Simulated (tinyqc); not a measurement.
Periodic multilayer mirror for extreme ultraviolet light: one step. The first periods. Four cases, with inputs chosen for the exercise.

Task: List R just above the absorber of period i (counted from the substrate) and the reflectance of a mirror that ends with that period, for i = 1 to 6.

s polarisation, vacuum above. q_j = sqrt(N_j^2 - sin^2 theta); interface r_jk = (q_j - q_k)/(q_j + q_k) exp(-2 (2 pi/lam)^2 q_j q_k sg^2) (Nevot-Croce; sg = 0 if not given); phase factor of a layer x_j = exp(4 pi i q_j d_j/lam). Each period has the spacer (thickness (1 - Gm) L) on top of the absorber (Gm L). In this recursion R is the amplitude; R in tables and results is the reflectance, its squared modulus. The substrate is of the spacer material. Starting with R = 0 in it, each interface upward gives R -> (r + R x)/(1 + r R x), x that of the layer below the interface (1 for the substrate).

Case 1.

r: vacuum/spacer 0.0005141-0.0008479i, spacer/absorber 0.0380731-0.0026760i, absorber/spacer -0.0380731+0.0026760i

x: spacer -0.8097707-0.5750686i, absorber -0.7919372+0.5796350i

Case 2.

r: vacuum/spacer 0.0003769-0.0008552i, spacer/absorber 0.0365670-0.0022346i, absorber/spacer -0.0365670+0.0022346i

x: spacer -0.9895216-0.0951744i, absorber -0.9699804+0.1435890i

Case 3.

r: vacuum/spacer 0.0004506-0.0009384i, spacer/absorber 0.0378021-0.0027283i, absorber/spacer -0.0378021+0.0027283i

x: spacer -0.4259221-0.8959325i, absorber -0.3642264+0.9160376i

Case 4.

r: vacuum/spacer 0.0004803-0.0008713i, spacer/absorber 0.0389712-0.0026420i, absorber/spacer -0.0389712+0.0026420i

x: spacer -0.9669052-0.2300834i, absorber -0.9443549+0.2593541i

Give: Recursion.

Result:

Case 1.

Recursion:
```
i  R in the spacer  reflectance
1   0.0666-0.0268i       0.0050
2   0.1306-0.0533i       0.0196
3   0.1916-0.0793i       0.0423
4   0.2490-0.1043i       0.0718
5   0.3028-0.1282i       0.1065
6   0.3526-0.1506i       0.1449
```

From 3 to 6 periods the reflectance grows by 3.43; amplitudes adding in phase without loss would give 4.

Case 2.

Recursion:
```
i  R in the spacer  reflectance
1   0.0716-0.0096i       0.0051
2   0.1402-0.0223i       0.0198
3   0.2050-0.0375i       0.0428
4   0.2657-0.0545i       0.0725
5   0.3219-0.0730i       0.1073
6   0.3734-0.0922i       0.1458
```

From 3 to 6 periods the reflectance grows by 3.41; amplitudes adding in phase without loss would give 4.

Case 3.

Recursion:
```
i  R in the spacer  reflectance
1   0.0491-0.0383i       0.0038
2   0.0944-0.0783i       0.0148
3   0.1357-0.1194i       0.0321
4   0.1729-0.1609i       0.0549
5   0.2060-0.2023i       0.0820
6   0.2352-0.2430i       0.1125
```

From 3 to 6 periods the reflectance grows by 3.50; amplitudes adding in phase without loss would give 4.

Case 4.

Recursion:
```
i  R in the spacer  reflectance
1   0.0750-0.0152i       0.0057
2   0.1467-0.0321i       0.0221
3   0.2143-0.0502i       0.0477
4   0.2776-0.0690i       0.0805
5   0.3360-0.0880i       0.1189
6   0.3897-0.1068i       0.1609
```

From 3 to 6 periods the reflectance grows by 3.38; amplitudes adding in phase without loss would give 4.

Computed by tinyqc, one run a case: `OMP_NUM_THREADS=1 python tinyqc.py N N+1 out.jsonl` with N = 1652678, 1652767, 1652771, 1680631; one thread of a shared Intel(R) Xeon(R) Processor @ 2.30GHz, about 0.01 s a run at most.
